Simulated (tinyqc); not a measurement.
CCSD on RHF in the 6-31g basis, for H3+, spin multiplicity 1, step by step. Computed by tinyqc, a small Python program that keeps every step (integrals from PySCF). Settings: charge = 1, multiplicity = 1, basis = 6-31g, method = RHF, energy threshold = 1e-10, iteration cap = 83, orthogonalisation = symmetric, start = Wolfsberg-Helmholz matrix, DIIS depth = 6, amplitude equations = CCSD, DIIS depth for amplitudes = 4, cap on updates = 89. Command: `OMP_NUM_THREADS=1 python tinyqc.py 30306 30307 out.jsonl` (the two numbers bound the seeds that draw the settings). One thread of a shared host (Intel(R) Xeon(R) Processor @ 2.60GHz), about 0.2 s of CPU time with the checks. The early iterations of the SCF are left out here.

## One-electron integrals

Geometry (angstrom):
```
atom        x        y         z
H     0.00000  0.00000   0.00000
H     0.00000  0.00000   0.91400
H     0.00000  0.39200  -0.84100
```

Basis 6-31g: exponents (1/bohr^2) and contraction coefficients of normalised primitives:
```
element  l (shell)  exponent  coefficient
H            s (1)  18.73114      0.03349
H            s (1)   2.82539      0.23473
H            s (1)   0.64012      0.81376
H            s (2)   0.16128      1.00000
```

Overlap, kinetic and nuclear-attraction integrals over the contracted functions; the nuclear repulsion is the sum of Za Zb / Rab.

nuclear repulsion = 1.4435558 hartree

overlap S:
```
         1H 1s    1H 2s    2H 1s    2H 2s    3H 1s    3H 2s
1H 1s  1.00000  0.65829  0.31259  0.44476  0.30249  0.43947
1H 2s  0.65829  1.00000  0.44476  0.78618  0.43947  0.78042
2H 1s  0.31259  0.44476  1.00000  0.65829  0.01708  0.14467
2H 2s  0.44476  0.78618  0.65829  1.00000  0.14467  0.39408
3H 1s  0.30249  0.43947  0.01708  0.14467  1.00000  0.65829
3H 2s  0.43947  0.78042  0.14467  0.39408  0.65829  1.00000
```

kinetic energy T (hartree):
```
         1H 1s    1H 2s     2H 1s     2H 2s     3H 1s     3H 2s
1H 1s  1.39568  0.25974   0.07847   0.12933   0.06927   0.12640
1H 2s  0.25974  0.24192   0.12933   0.15969   0.12640   0.15759
2H 1s  0.07847  0.12933   1.39568   0.25974  -0.02615  -0.00060
2H 2s  0.12933  0.15969   0.25974   0.24192  -0.00060   0.03615
3H 1s  0.06927  0.12640  -0.02615  -0.00060   1.39568   0.25974
3H 2s  0.12640  0.15759  -0.00060   0.03615   0.25974   0.24192
```

nuclear attraction V (hartree):
```
          1H 1s     1H 2s     2H 1s     2H 2s     3H 1s     3H 2s
1H 1s  -2.79842  -1.48033  -0.76903  -0.99434  -0.73967  -0.98108
1H 2s  -1.48033  -1.60370  -0.92277  -1.22704  -0.90845  -1.21714
2H 1s  -0.76903  -0.92277  -2.52428  -1.30742  -0.04074  -0.30595
2H 2s  -0.99434  -1.22704  -1.30742  -1.41649  -0.30467  -0.63267
3H 1s  -0.73967  -0.90845  -0.04074  -0.30467  -2.51592  -1.30265
3H 2s  -0.98108  -1.21714  -0.30595  -0.63267  -1.30265  -1.41287
```

core Hamiltonian H = T + V (hartree):
```
          1H 1s     1H 2s     2H 1s     2H 2s     3H 1s     3H 2s
1H 1s  -1.40275  -1.22060  -0.69055  -0.86501  -0.67040  -0.85468
1H 2s  -1.22060  -1.36178  -0.79344  -1.06736  -0.78205  -1.05955
2H 1s  -0.69055  -0.79344  -1.12860  -1.04769  -0.06689  -0.30655
2H 2s  -0.86501  -1.06736  -1.04769  -1.17457  -0.30528  -0.59652
3H 1s  -0.67040  -0.78205  -0.06689  -0.30528  -1.12024  -1.04292
3H 2s  -0.85468  -1.05955  -0.30655  -0.59652  -1.04292  -1.17096
```

## Two-electron integrals

Functions are numbered as in S; the eight-fold symmetry (ij|kl) = (ji|kl) = (kl|ij) leaves the list below.

Two-electron integrals (ij|kl) in chemists' order, unique and non-zero (hartree):
```
(11|11) 1.07657   (21|11) 0.57847   (21|21) 0.32942   (22|11) 0.58740
(22|21) 0.36130   (22|22) 0.45315   (31|11) 0.26230   (31|21) 0.15165
(31|22) 0.16945   (31|31) 0.09203   (32|11) 0.27302   (32|21) 0.16852
(32|22) 0.21022   (32|31) 0.10958   (32|32) 0.14929   (33|11) 0.56175
(33|21) 0.35588   (33|22) 0.46087   (33|31) 0.26230   (33|32) 0.38212
(33|33) 1.07657   (41|11) 0.38212   (41|21) 0.21874   (41|22) 0.24189
(41|31) 0.10958   (41|32) 0.12498   (41|33) 0.27302   (41|41) 0.14929
(42|11) 0.43239   (42|21) 0.26812   (42|22) 0.34248   (42|31) 0.14180
(42|32) 0.18711   (42|33) 0.43239   (42|41) 0.18711   (42|42) 0.28008
(43|11) 0.35588   (43|21) 0.22418   (43|22) 0.29145   (43|31) 0.15165
(43|32) 0.21874   (43|33) 0.57847   (43|41) 0.16852   (43|42) 0.26812
(43|43) 0.32942   (44|11) 0.46087   (44|21) 0.29145   (44|22) 0.38987
(44|31) 0.16945   (44|32) 0.24189   (44|33) 0.58740   (44|41) 0.21022
(44|42) 0.34248   (44|43) 0.36130   (44|44) 0.45315   (51|11) 0.25245
(51|21) 0.14615   (51|22) 0.16363   (51|31) 0.05441   (51|32) 0.05934
(51|33) 0.11930   (51|41) 0.09027   (51|42) 0.10954   (51|43) 0.07793
(51|44) 0.11129   (51|51) 0.08602   (52|11) 0.26747   (52|21) 0.16533
(52|22) 0.20684   (52|31) 0.06039   (52|32) 0.06985   (52|33) 0.14249
(52|41) 0.10121   (52|42) 0.13489   (52|43) 0.09347   (52|44) 0.13762
(52|51) 0.10453   (52|52) 0.14572   (53|11) 0.01594   (53|21) 0.00899
(53|22) 0.00965   (53|31) 0.00422   (53|32) 0.00461   (53|33) 0.00972
(53|41) 0.00600   (53|42) 0.00721   (53|43) 0.00610   (53|44) 0.00782
(53|51) 0.00409   (53|52) 0.00456   (53|53) 0.00026   (54|11) 0.09786
(54|21) 0.05931   (54|22) 0.07157   (54|31) 0.02248   (54|32) 0.02565
(54|33) 0.05231   (54|41) 0.03685   (54|42) 0.04792   (54|43) 0.03417
(54|44) 0.04932   (54|51) 0.03543   (54|52) 0.04687   (54|53) 0.00166
(54|54) 0.01553   (55|11) 0.55462   (55|21) 0.35201   (55|22) 0.45784
(55|31) 0.12263   (55|32) 0.14397   (55|33) 0.29426   (55|41) 0.21106
(55|42) 0.28848   (55|43) 0.19363   (55|44) 0.29054   (55|51) 0.25245
(55|52) 0.37731   (55|53) 0.00972   (55|54) 0.11667   (55|55) 1.07657
(61|11) 0.37731   (61|21) 0.21602   (61|22) 0.23895   (61|31) 0.09247
(61|32) 0.10182   (61|33) 0.21043   (61|41) 0.14004   (61|42) 0.17108
(61|43) 0.13462   (61|44) 0.18147   (61|51) 0.10453   (61|52) 0.12143
(61|53) 0.00595   (61|54) 0.04277   (61|55) 0.26747   (61|61) 0.14572
(62|11) 0.42838   (62|21) 0.26570   (62|22) 0.33956   (62|31) 0.11238
(62|32) 0.13580   (62|33) 0.28746   (62|41) 0.17163   (62|42) 0.24030
(62|43) 0.18539   (62|44) 0.26095   (62|51) 0.13618   (62|52) 0.18339
(62|53) 0.00717   (62|54) 0.06122   (62|55) 0.42838   (62|61) 0.18339
(62|62) 0.27599   (63|11) 0.09873   (63|21) 0.05974   (63|22) 0.07186
(63|31) 0.03668   (63|32) 0.04742   (63|33) 0.11667   (63|41) 0.04349
(63|42) 0.06170   (63|43) 0.06774   (63|44) 0.07665   (63|51) 0.02187
(63|52) 0.02539   (63|53) 0.00166   (63|54) 0.00935   (63|55) 0.05231
(63|61) 0.03667   (63|62) 0.04772   (63|63) 0.01553   (64|11) 0.22854
(64|21) 0.14080   (64|22) 0.17723   (64|31) 0.06663   (64|32) 0.08315
(64|33) 0.18290   (64|41) 0.09459   (64|42) 0.13480   (64|43) 0.11558
(64|44) 0.15434   (64|51) 0.06459   (64|52) 0.08223   (64|53) 0.00385
(64|54) 0.02855   (64|55) 0.18290   (64|61) 0.09356   (64|62) 0.13397
(64|63) 0.02855   (64|64) 0.07037   (65|11) 0.35201   (65|21) 0.22209
(65|22) 0.28973   (65|31) 0.08012   (65|32) 0.09445   (65|33) 0.19363
(65|41) 0.13516   (65|42) 0.18610   (65|43) 0.12728   (65|44) 0.18987
(65|51) 0.14615   (65|52) 0.21602   (65|53) 0.00610   (65|54) 0.06774
(65|55) 0.57847   (65|61) 0.16533   (65|62) 0.26570   (65|63) 0.03417
(65|64) 0.11558   (65|65) 0.32942   (66|11) 0.45784   (66|21) 0.28973
(66|22) 0.38820   (66|31) 0.11458   (66|32) 0.13910   (66|33) 0.29054
(66|41) 0.18268   (66|42) 0.26215   (66|43) 0.18987   (66|44) 0.27850
(66|51) 0.16363   (66|52) 0.23895   (66|53) 0.00782   (66|54) 0.07665
(66|55) 0.58740   (66|61) 0.20684   (66|62) 0.33956   (66|63) 0.04932
(66|64) 0.15434   (66|65) 0.36130   (66|66) 0.45315
```

## Orthogonalisation

S = U s U^T; symmetric (Loewdin) form X = U s^(-1/2) U^T, so that X^T S X = 1.

eigenvalues of S: 0.05049  0.24730  0.44353  0.60588  1.34159  3.31121

X:
```
          1H 1s     1H 2s     2H 1s     2H 2s     3H 1s     3H 2s
1H 1s   1.28755  -0.60647  -0.08726   0.08970  -0.08080   0.08673
1H 2s  -0.60647   3.00145  -0.01947  -1.19872  -0.02104  -1.18044
2H 1s  -0.08726  -0.01947   1.26671  -0.48060   0.02656   0.05810
2H 2s   0.08970  -1.19872  -0.48060   1.92834   0.05768   0.28476
3H 1s  -0.08080  -0.02104   0.02656   0.05768   1.26535  -0.48088
3H 2s   0.08673  -1.18044   0.05810   0.28476  -0.48088   1.91093
```

## Iteration 6 (converged): orbitals

converged F (hartree):
```
          1H 1s     1H 2s     2H 1s     2H 2s     3H 1s     3H 2s
1H 1s  -0.50106  -0.82861  -0.56107  -0.63788  -0.54926  -0.63134
1H 2s  -0.82861  -0.79882  -0.57686  -0.64428  -0.56916  -0.64051
2H 1s  -0.56107  -0.57686  -0.29016  -0.62213  -0.15937  -0.31269
2H 2s  -0.63788  -0.64428  -0.62213  -0.59542  -0.31072  -0.43701
3H 1s  -0.54926  -0.56916  -0.15937  -0.31072  -0.28603  -0.61768
3H 2s  -0.63134  -0.64051  -0.31269  -0.43701  -0.61768  -0.59266
```

Diagonalise F' = X^T F X, C = X C', fill 1 alpha and 1 beta electrons from the bottom; D = 2 C_occ C_occ^T. Each column has its largest component positive (the first on a tie).

F' = X^T F X (hartree):
```
          1         2         3         4         5         6
1   0.14751  -0.63742  -0.32640  -0.09676  -0.31471  -0.09788
2  -0.63742   0.08308  -0.15581  -0.19394  -0.15636  -0.19197
3  -0.32640  -0.15581   0.21684  -0.51008   0.04688  -0.01985
4  -0.09676  -0.19394  -0.51008  -0.00591  -0.01980  -0.09276
5  -0.31471  -0.15636   0.04688  -0.01980   0.21346  -0.50898
6  -0.09788  -0.19197  -0.01985  -0.09276  -0.50898  -0.00810
```

orbital energies (hartree): MO1 -1.02922, MO2 -0.36446, MO3 -0.01988, MO4 0.52563, MO5 0.61837, MO6 0.91643

coefficients C:
```
           MO1       MO2       MO3       MO4       MO5       MO6
1H 1s  0.36156  -0.00314   0.26521  -0.66108   0.00723  -1.19044
1H 2s  0.37496  -0.00412   2.29298   1.34172  -0.02224   2.23801
2H 1s  0.23147  -0.31081  -0.05963  -0.69599   0.87912   0.66076
2H 2s  0.06816  -0.58642  -1.56154   0.06149  -1.03556  -1.27113
3H 1s  0.22816   0.31470  -0.05688  -0.67054  -0.92617   0.61773
3H 2s  0.06898   0.59995  -1.52797   0.03349   1.08908  -1.21727
```

D after iteration 6:
```
         1H 1s    1H 2s    2H 1s    2H 2s    3H 1s    3H 2s
1H 1s  0.26145  0.27114  0.16738  0.04929  0.16499  0.04988
1H 2s  0.27114  0.28120  0.17359  0.05111  0.17110  0.05173
2H 1s  0.16738  0.17359  0.10716  0.03155  0.10562  0.03194
2H 2s  0.04929  0.05111  0.03155  0.00929  0.03110  0.00940
3H 1s  0.16499  0.17110  0.10562  0.03110  0.10411  0.03148
3H 2s  0.04988  0.05173  0.03194  0.00940  0.03148  0.00952
```

## Convergence

Stop when the energy changes by less than 1e-10 hartree and every element of the error matrix X^T (F D S - S D F) X is below 3e-06.

Course of the cycle:
```
iteration  E (hartree)     change  largest element of the error matrix
1           -1.1519493          -                             1.46e-01
2           -1.2094770  -5.75e-02                             2.86e-02
3           -1.2114858  -2.01e-03                             7.16e-04
4           -1.2114866  -7.90e-07                             9.28e-05
5           -1.2114866  -2.02e-08                             4.23e-06
6           -1.2114866  -3.26e-11                             3.05e-08
```

PySCF RHF in the same basis = -1.2114866 hartree

Converged in 6 iterations.

## Integrals over molecular orbitals

(pq|rs) = sum C_ip C_jq C_kr C_ls (ij|kl), one index at a time.

one-electron integrals over orbitals h = C^T H C (hartree):
```
          1         2         3         4         5         6
1  -1.62582   0.00241  -0.08494   0.09613  -0.00086   0.07386
2   0.00241  -1.16125  -0.00150  -0.00372   0.17128   0.00253
3  -0.08494  -0.00150  -0.74198  -0.02327  -0.00327   0.21934
4   0.09613  -0.00372  -0.02327  -0.34820   0.00164  -0.03382
5  -0.00086   0.17128  -0.00327   0.00164  -0.18795   0.00047
6   0.07386   0.00253   0.21934  -0.03382   0.00047  -0.14331
```

Two-electron integrals over orbitals (pq|rs), unique and non-zero (hartree):
```
(11|11) 0.59660     (21|11) -0.00241    (21|21) 0.12132     (22|11) 0.45906
(22|21) 0.00223     (22|22) 0.45216     (31|11) 0.08494     (31|21) 0.00038
(31|22) -0.00084    (31|31) 0.05982     (32|11) 0.00094     (32|21) -0.07686
(32|22) -0.00181    (32|31) -0.00073    (32|32) 0.08057     (33|11) 0.39096
(33|21) -0.00169    (33|22) 0.36137     (33|31) 0.01888     (33|32) 0.00155
(33|33) 0.33985     (41|11) -0.09613    (41|21) 0.00191     (41|22) -0.07468
(41|31) -0.01092    (41|32) -0.00056    (41|33) -0.04057    (41|41) 0.05987
(42|11) 0.00281     (42|21) -0.05643    (42|22) 0.00007     (42|31) 0.00020
(42|32) 0.02893     (42|33) 0.00096     (42|41) -0.00191    (42|42) 0.04791
(43|11) 0.00617     (43|21) 0.00052     (43|22) 0.01931     (43|31) -0.00512
(43|32) -0.00063    (43|33) 0.00453     (43|41) 0.00343     (43|42) 0.00028
(43|43) 0.01844     (44|11) 0.46685     (44|21) -0.00395    (44|22) 0.40152
(44|31) 0.04114     (44|32) 0.00230     (44|33) 0.33796     (44|41) -0.05665
(44|42) 0.00315     (44|43) 0.01999     (44|44) 0.41576     (51|11) 0.00086
(51|21) -0.06695    (51|22) -0.00245    (51|31) 0.00043     (51|32) 0.02903
(51|33) 0.00028     (51|41) -0.00087    (51|42) 0.05001     (51|43) -0.00020
(51|44) 0.00163     (51|51) 0.05587     (52|11) -0.11911    (52|21) -0.00249
(52|22) -0.10704    (52|31) -0.00477    (52|32) 0.00110     (52|33) -0.04221
(52|41) 0.05774     (52|42) 0.00112     (52|43) -0.01579    (52|44) -0.09256
(52|51) 0.00328     (52|52) 0.08695     (53|11) 0.00185     (53|21) -0.00968
(53|22) 0.00068     (53|31) 0.00033     (53|32) 0.02651     (53|33) 0.00134
(53|41) -0.00026    (53|42) -0.01271    (53|43) -0.00054    (53|44) 0.00152
(53|51) -0.01229    (53|52) -0.00150    (53|53) 0.03073     (54|11) -0.00126
(54|21) 0.10923     (54|22) 0.00290     (54|31) 0.00035     (54|32) -0.07028
(54|33) -0.00124    (54|41) 0.00152     (54|42) -0.05821    (54|43) 0.00061
(54|44) -0.00302    (54|51) -0.06691    (54|52) -0.00331    (54|53) -0.00523
(54|54) 0.11163     (55|11) 0.43109     (55|21) 0.00741     (55|22) 0.42830
(55|31) -0.00246    (55|32) -0.00519    (55|33) 0.33871     (55|41) -0.07876
(55|42) -0.00305    (55|43) 0.01935     (55|44) 0.39038     (55|51) -0.00612
(55|52) -0.11308    (55|53) 0.00040     (55|54) 0.00853     (55|55) 0.42907
(61|11) -0.07386    (61|21) -0.00123    (61|22) 0.02444     (61|31) -0.06470
(61|32) 0.00122     (61|33) -0.02401    (61|41) 0.01502     (61|42) 0.00094
(61|43) 0.02758     (61|44) -0.01268    (61|51) -4.44e-05   (61|52) -0.02192
(61|53) -0.00059    (61|54) -0.00099    (61|55) 0.03227     (61|61) 0.10792
(62|11) -0.00188    (62|21) 0.07307     (62|22) -4.83e-05   (62|31) 0.00090
(62|32) -0.04004    (62|33) -0.00105    (62|41) 0.00184     (62|42) -0.04823
(62|43) -0.00052    (62|44) -0.00319    (62|51) -0.05287    (62|52) -0.00121
(62|53) 0.01337     (62|54) 0.07361     (62|55) 0.00354     (62|61) -0.00238
(62|62) 0.06176     (63|11) -0.14202    (63|21) 0.00112     (63|22) -0.07414
(63|31) -0.04264    (63|32) -5.23e-06   (63|33) -0.05164    (63|41) 0.04840
(63|42) -0.00162    (63|43) 0.00385     (63|44) -0.08508    (63|51) -0.00089
(63|52) 0.04967     (63|53) -0.00022    (63|54) 0.00071     (63|55) -0.06620
(63|61) 0.04919     (63|62) 0.00114     (63|63) 0.07202     (64|11) 0.02442
(64|21) 0.00313     (64|22) -0.04739    (64|31) 0.05089     (64|32) -0.00259
(64|33) 0.00016     (64|41) 0.01494     (64|42) -0.00199    (64|43) -0.01444
(64|44) -0.00208    (64|51) -0.00093    (64|52) 0.03857     (64|53) -2.20e-05
(64|54) 0.00296     (64|55) -0.05833    (64|61) -0.07550    (64|62) 0.00351
(64|63) -0.02029    (64|64) 0.07464     (65|11) -0.00026    (65|21) -0.09797
(65|22) -0.00272    (65|31) -0.00128    (65|32) 0.07276     (65|33) 0.00070
(65|41) -0.00082    (65|42) 0.05855     (65|43) -0.00011    (65|44) 0.00245
(65|51) 0.06292     (65|52) 0.00298     (65|53) 0.00735     (65|54) -0.10152
(65|55) -0.00796    (65|61) 0.00268     (65|62) -0.06846    (65|63) 0.00026
(65|64) -0.00398    (65|65) 0.10208     (66|11) 0.58383     (66|21) -0.00584
(66|22) 0.44628     (66|31) 0.08786     (66|32) 0.00334     (66|33) 0.39230
(66|41) -0.11698    (66|42) 0.00491     (66|43) -0.00222    (66|44) 0.45855
(66|51) 0.00316     (66|52) -0.12011    (66|53) 0.00210     (66|54) -0.00499
(66|55) 0.42990     (66|61) -0.09780    (66|62) -0.00421    (66|63) -0.15548
(66|64) 0.03470     (66|65) 0.00298     (66|66) 0.62064
```

## CCSD: starting amplitudes

t_ij^ab = <ij||ab> / (e_i + e_j - e_a - e_b), whose energy is MP2.

Starting amplitudes (spin orbitals 1a, 1b, ...; amplitudes related by a flip of all spins are not repeated):
```
from      to         t
1a 1b  2a 2b  -0.09125
1a 1b  3a 3b  -0.02963
1a 1b  2a 5b   0.02895
1a 1b  6a 6b  -0.02773
1a 1b  3a 6b   0.02189
1a 1b  4a 4b  -0.01925
1a 1b  5a 5b  -0.01695
1a 1b  4a 6b  -0.00429
1a 1b  3a 4b   0.00426
1a 1b  2a 4b  -0.00086
1a 1b  2a 6b   0.00047
1a 1b  4a 5b   0.00027
1a 1b  2a 3b  -0.00022
1a 1b  3a 5b  -0.00016
1a 1b  5a 6b  1.23e-05
```

correlation energy = -0.0248732 hartree

## CCSD: amplitude update 1

t_i^a D_i^a and t_ij^ab D_ij^ab are set to the remaining terms of the spin-orbital equations, evaluated with the old amplitudes; for the doubles these are <ij||ab> + 1/2 <ab||ef> t_ij^ef + 1/2 <mn||ij> t_mn^ab + P(ij)P(ab) <mb||ej> t_im^ae + terms in t^2 + terms with t1, D the orbital-energy denominators.

Amplitudes after update 1 (spin orbitals 1a, 1b, ...; amplitudes related by a flip of all spins are not repeated):
```
from      to          t
1a 1b  2a 2b   -0.12403
1a 1b  2a 5b    0.03637
1a 1b  3a 3b   -0.03596
1a 1b  6a 6b   -0.03083
1a 1b  3a 6b    0.02717
1a 1b  4a 4b   -0.01960
1a 1b  5a 5b   -0.01703
1a        4a   -0.00875
1a        3a   -0.00828
1a 1b  4a 6b   -0.00811
1a 1b  3a 4b    0.00721
1a        6a    0.00436
1a 1b  2a 4b   -0.00127
1a 1b  2a 6b    0.00067
1a        2a    0.00048
1a 1b  4a 5b    0.00045
1a 1b  2a 3b   -0.00045
1a        5a   -0.00023
1a 1b  3a 5b   -0.00014
1a 1b  5a 6b  -3.26e-05
```

correlation energy = -0.0314335 hartree

## CCSD: convergence

E_corr = 1/4 sum <ij||ab> t_ij^ab + 1/2 sum <ij||ab> t_i^a t_j^b; stop when the norm of the change is below 1e-8.

Course of the amplitude iterations:
```
update  correlation energy (hartree)  norm of the change
0                         -0.0248732                   -
1                         -0.0314335            7.54e-02
2                         -0.0338879            3.30e-02
3                         -0.0357990            1.55e-02
4                         -0.0357848            1.05e-03
5                         -0.0357856            1.05e-04
6                         -0.0357847            1.42e-05
7                         -0.0357845            3.11e-06
8                         -0.0357846            1.21e-06
9                         -0.0357846            2.08e-07
10                        -0.0357846            5.79e-08
11                        -0.0357846            1.06e-08
12                        -0.0357846            2.27e-09
```

Converged amplitudes (spin orbitals 1a, 1b, ...; amplitudes related by a flip of all spins are not repeated):
```
from      to         t
1a 1b  2a 2b  -0.15209
1a 1b  2a 5b   0.04284
1a 1b  3a 3b  -0.03763
1a 1b  6a 6b  -0.02992
1a 1b  3a 6b   0.02824
1a        3a  -0.01832
1a 1b  4a 4b  -0.01744
1a 1b  5a 5b  -0.01732
1a        4a  -0.01606
1a 1b  4a 6b  -0.00963
1a 1b  3a 4b   0.00935
1a        6a   0.00842
1a 1b  2a 4b  -0.00153
1a        2a   0.00109
1a 1b  2a 6b   0.00076
1a 1b  2a 3b  -0.00053
1a 1b  4a 5b   0.00052
1a        5a  -0.00040
1a 1b  3a 5b  -0.00011
1a 1b  5a 6b  -0.00006
```

CCSD total energy = -1.2472712 hartree

T1 diagnostic, norm of the one-spin t1 over sqrt(correlated electrons) = 0.01825

Converged in 12 updates, with DIIS from the third.
